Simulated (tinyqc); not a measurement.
Charge control and current of a heterostructure field-effect transistor: one step, computed by the program tinyqc. Command: `OMP_NUM_THREADS=1 python tinyqc.py 3019958 3019959 out.jsonl hemt walk`. One thread of a shared host (Intel(R) Xeon(R) Processor @ 2.30GHz), about 0.01 s of CPU time with the checks.

Two subbands in a triangular well; E_F is counted from the conduction band edge of the channel at the interface.

Problem. Threshold and barrier capacitance. Threshold V_T = phi_B - dE_c - e N_d (d - spacer)/(eps eps_0) (in volts); C_b = eps eps_0/d.

Inputs (values chosen for the exercise, modelled on AlGaAs/GaAs): permittivity eps (barrier and channel) = 12.4; barrier thickness d = 32 nm; Schottky barrier phi_B = 0.87 eV; conduction band offset dE_c = 0.23 eV; delta-doping density N_d = 6.7e+12 1/cm^2; spacer between delta layer and channel = 3.3 nm.

Charge source: delta doping. Velocity law: two-piece.

Constants: e = 1.602176634e-19 C; eps_0 = 8.8541878128e-12 F/m.

Give: threshold voltage V_T; barrier capacitance C_b.

Solution.

threshold voltage V_T = -2.166 V

barrier capacitance C_b = 0.3431 microfarad/cm^2

The device is normally on.
